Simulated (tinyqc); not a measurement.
# Inputs raised by 2 %, one at a time

Model: adsorption as a lattice gas: isotherms with interactions, competition, desorption peaks and saturation dose. Computed by tinyqc, a small Python program. Command: `OMP_NUM_THREADS=1 python tinyqc.py 3006749 3006750 out.jsonl adsorb sens`. One thread of a shared host (Intel(R) Xeon(R) Processor @ 2.30GHz), about 0.01 s of CPU time with the checks.

One adsorbate per site; a molecule needs 1 empty site. Gas and surface have the same temperature.

Inputs (values chosen for the exercise, for a model surface):
```
quantity,value,unit
desorption energy E,0.868,eV
prefactor nu,5.1e+12,1/s
pair energy w (positive repels),0.012,eV
neighbours z,3,-
site density N_s,6.2,1/nm^2
molecular mass M,124,u
sticking coefficient s0,0.27,-
temperature T,390,K
pressure p,0.75,Pa
"blocking by a second gas, K_B p_B",0.16,-
heating rate beta,2.3,K/s
aspect ratio a (depth over diameter) of a hole,5,-
```

Adsorption: molecular (first order).

Constants: u = 1.6605390666e-27 kg; k_B = 1.380649e-23 J/K; k_B = 8.617333262e-05 eV/K.

Method:
- Flux F = p/sqrt(2 pi M k_B T); k_d = nu exp(-E/(k_B T)); s0 F (1 - theta) = N_s k_d theta, so y = s0 F/(N_s k_d), theta = y/(1 + y). With a second gas on the same sites theta = y/(1 + y + K_B p_B).
- With u = w/(k_B T). Mean field: theta/(1 - theta) = y exp(-z u theta). Quasi-chemical: theta/(1 - theta) = y [(r - 1 + 2 theta)(1 - theta)/((r + 1 - 2 theta) theta)]^(-z/2) exp(-z u/2), r = sqrt(1 - 4 theta (1 - theta)(1 - exp(-u))).
- The peak obeys E/(k_B T_p^2) = (nu/beta) exp(-E/(k_B T_p)) exactly. Redhead's shortcut, with the constant 3.46 (3.64 is also in use), reads E back as k_B T_p [ln(nu' T_p/beta) - 3.46], nu' = nu.
- Without desorption or interaction, 99 % coverage needs the time (N_s/(s0 F)) ln 100. For a round hole of aspect ratio a in molecular flow with unit sticking (Gordon), the time is N_s/F x [1 + (19/4) a + (3/2) a^2]. The larger of the two times is a rough guide.

Runs:
```
input moved,from,to,"coverage, quasi-chemical",y,peak temperature T_p (K),time for the hole (s)
base run,-,-,0.8354,12.64,327.1,0.04295
site density N_s (1/nm^2),6.2,6.324,0.8330,12.39,327.1,0.04381
molecular mass M (u),124,126.48,0.8342,12.51,327.1,0.04338
sticking coefficient s0,0.27,0.2754,0.8378,12.89,327.1,0.04295
temperature T (K),390,397.8,0.7679,7.54,327.1,0.04338
pressure p (Pa),0.75,0.765,0.8378,12.89,327.1,0.04211
heating rate beta (K/s),2.3,2.346,0.8354,12.64,327.3,0.04295
aspect ratio a (depth over diameter) of a hole,5,5.1,0.8354,12.64,327.1,0.04432
```

Exponents ln(y'/y) / ln(x'/x):
```
input,"coverage, quasi-chemical",y,peak temperature T_p,time for the hole
site density N_s,-0.145,-1.000,0.000,1.000
molecular mass M,-0.072,-0.500,0.000,0.500
sticking coefficient s0,0.143,1.000,0.000,0.000
temperature T,-4.258,-26.073,0.000,0.500
pressure p,0.143,1.000,0.000,-1.000
heating rate beta,0.000,0.000,0.031,0.000
aspect ratio a (depth over diameter) of a hole,0.000,0.000,0.000,1.589
```

Among the inputs moved here: coverage, quasi-chemical answers most in size to temperature T (exponent -4.258), next to site density N_s (-0.145); its exponent is below 0.0005 for heating rate beta, aspect ratio a (depth over diameter) of a hole. y answers most in size to temperature T (exponent -26.073), next to site density N_s (-1.000); its exponent is below 0.0005 for heating rate beta, aspect ratio a (depth over diameter) of a hole. Its exponent +1.000 in pressure p: molecular adsorption. Peak temperature T_p answers most in size to heating rate beta (exponent +0.031); its exponent is below 0.0005 for site density N_s, molecular mass M, sticking coefficient s0, temperature T, pressure p, aspect ratio a (depth over diameter) of a hole. Time for the hole answers most in size to aspect ratio a (depth over diameter) of a hole (exponent +1.589), next to site density N_s (+1.000); its exponent is below 0.0005 for sticking coefficient s0, heating rate beta. Its exponent +0.500 in molecular mass M: flux goes as M^(-1/2).

Caution (all rows): with k_d = nu exp(-E/(k_B T)) of these inputs desorption is not negligible over the time on a flat surface, so without interaction 99 % coverage is not reached.

Extremes, crossings and ranges named in words are read from the listed rows.
